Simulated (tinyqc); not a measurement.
Worked calculation: metal-induced gap states at the contact of a metal chain and a two-band chain. Values are carried at full precision from step to step, so a last printed digit may differ when a step is redone from the rounded ones.

The semiconductor alternates sites A at -Eg/2 and C at +Eg/2 with hopping -t; the gap runs from -Eg/2 to Eg/2. In the gap cosh(q a) = 1 + (Eg^2/4 - E^2)/(2 t^2) and the amplitude changes by -exp(-q a) a period. The metal has site energy 0 and hopping -tm; its end site has g_m = (E - i sqrt(4 tm^2 - E^2))/(2 tm^2). Sites 1, 2, ... count into the semiconductor, with energies e1, e2 alternating. The clean half chain has g1 = 1/(E - e1 - t^2 g2), g2 = 1/(E - e2 - t^2 g1), decaying root. With the contact G11 = 1/(1/g1 - tc^2 g_m), and the density on site j is -Im G_jj/pi = |psi_j/psi_1|^2 (-Im G11/pi), per spin, with psi_2/psi_1 = -t g2, psi_3/psi_2 = -t g1.

Constants: e^2/(4 pi eps0) = 14.39964547 eV angstrom.

Inputs chosen for the exercise (gap and optical dielectric constant near those of Si; the chain itself is a model; shifted at random, so the results belong to these values and not to a real crystal): Eg = 1.11 eV (gap); t = 2.53 eV (hopping in the semiconductor); a = 3.84 angstrom (period (two sites); one chain for each area a^2); E = 0.34 eV (energy from mid-gap); tm = 1.96 eV (hopping in the metal); tc = 1.74 eV (hopping across the contact); end = C (site that touches the metal); eps = 11.5 (dielectric constant).

## Decay in the gap

Form cosh(q a), l = exp(-q a), q and the decay length 1/(2q) of the density.

cosh(q a) = 1.01503
l = 0.84100
q = 0.04510 1/angstrom
xi, the decay length of the density = 11.087 angstrom

## Green functions

The decaying root is g1 = (1 - l)/(E - e1), g2 = (1 - l)/(E - e2), l = exp(-q a). Form them, g_m and G11.

g1, g2 (1/eV): -0.73955  0.17766

g_m = 0.04425-0.50828i 1/eV
G11 = -0.32472-0.33624i 1/eV

## Density site by site

D1 = -Im G11/pi, D2 = (t g2)^2 D1, and each further period multiplies by l^2. The sum over all sites is (D1 + D2)/(1 - l^2). The Green functions stand in the order g1, g2.

density on sites 1 to 8 (1/eV): 0.10703  0.02162  0.07570  0.01529  0.05354  0.01082  0.03787  0.00765

Ds, the density per spin summed over the semiconductor = 0.43949 1/eV

The first period holds 29 % of the gap states at this energy.

## Pinning factor

Gap states per area N = 2 Ds/a^2 (two spins). Charge in them sits a distance xi from the metal, so S = 1/(1 + 4 pi e^2 N xi/eps), e^2 meaning e^2/(4 pi eps0); S is the change of the barrier per change of the metal work function.

N = 5.961e+14 1/(eV cm^2)
4 pi e^2 N xi/eps = 10.3995
S = 0.0877

Strong pinning, near the Bardeen limit S = 0.

## Checks

- g1 from the closed form against decimation: both -0.739552.

(tinyqc, `OMP_NUM_THREADS=1 python tinyqc.py 1451393 1451394 out.jsonl`, Intel(R) Xeon(R) Processor @ 2.30GHz, 1 thread, shared host, about 0.01 s.)
